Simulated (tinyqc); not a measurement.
# AlGaN/GaN HEMT with access regions, lumped model, step by step

tinyqc, about 0.04 s, one thread, Intel Xeon 2.30GHz (shared host): `OMP_NUM_THREADS=1 python tinyqc.py 2570160 2570161 out.jsonl` Printed values are rounded.

A polarisation-induced electron sheet under a Schottky gate, in series with two ungated access regions and contacts. Drift law v = mu E/(1 + mu E/vs) under the gate. Currents in mA/mm, resistances in ohm mm. No self-heating, no channel-length modulation; fits for polarisation, barrier and offset are chosen for the exercise.

Values chosen for this exercise; values close to those of AlGaN/GaN structures:
- x = 0.3 (aluminium share of the barrier)
- d = 18 nm (barrier thickness)
- eps_r = 9.4 (relative permittivity of barrier and channel)
- mu = 1600 cm^2/(V s) (channel mobility)
- vs = 1.4e7 cm/s (saturation velocity)
- Lg = 0.15 um (gate length)
- Ls = 1 um (source access length)
- Ld = 2 um (drain access length)
- Rc = 0.33 ohm mm (resistance of each contact)
- ft = 0 (share of the drain-access electrons removed by traps)
- Vg = 0 V (gate voltage)
- Ec = 2.6 MV/cm (critical field)
- te = 0.16 um (depth over which the depleted charge spreads)
- tf = 100 nm (insulator under the field plate)
- ei = 3.9 (relative permittivity of that insulator)

Constants: q = 1.602176634e-19 C, eps0 = 8.8541878128e-14 F/cm where lengths are in cm. Results are converted to the units shown.

## Polarisation charge, threshold and sheet resistance

sigma = (5e13 x + 1.6e13 x^2) cm^-2, phiB = 0.84 + 1.3 x, dEc = 0.7 (1.71 x + x^2) in volts, Cb = eps0 eps_r/d, VT = phiB - dEc - q sigma/Cb, access density n0 = -Cb VT/q. Rsh = 1/(q mu n0); largest access current q n0 vs.

sigma = 1.644e13 cm^-2
Cb = 0.4623854 uF/cm^2
VT = -4.888600 V
n0 = 1.410841e13 cm^-2
Rsh = 276.4976 ohm
q n0 vs = 3164.584 mA/mm

## On-resistance and breakdown

sigma = (5e13 x + 1.6e13 x^2) cm^-2, phiB = 0.84 + 1.3 x, dEc = 0.7 (1.71 x + x^2) in volts, Cb = eps0 eps_r/d, VT = phiB - dEc - q sigma/Cb, access density n0 = -Cb VT/q. Ron = 2 Rc + Ls/(q mu n0) + Ld/(q mu (1 - ft) n0) + Lg/(mu Cb (Vg - VT)). Off state: a depleted stretch that holds the voltage V has the peak field sqrt(k V), k = 2 q n0/(eps0 eps_r te), so one edge holds V1 = Ec^2/k. The sheet under the plate pinches off at Vf = q n0 (1/Cb + tf/(eps0 ei)); beyond it the gate edge is screened. BV = V1 if Vf >= V1, else Vf + V1, and at most Ec Ld. Specific resistance Ron (Ls + Lg + Ld); figure of merit BV^2 over it.

Ron = 1.530968 ohm mm
Vf = 70.34849 V
V1 = 19.91245 V
BV = 19.91245 V
specific resistance = 0.04822548 mohm cm^2
figure of merit = 8.221911 MW/cm^2

The plate pinches off too late to screen the gate edge, so it adds nothing.
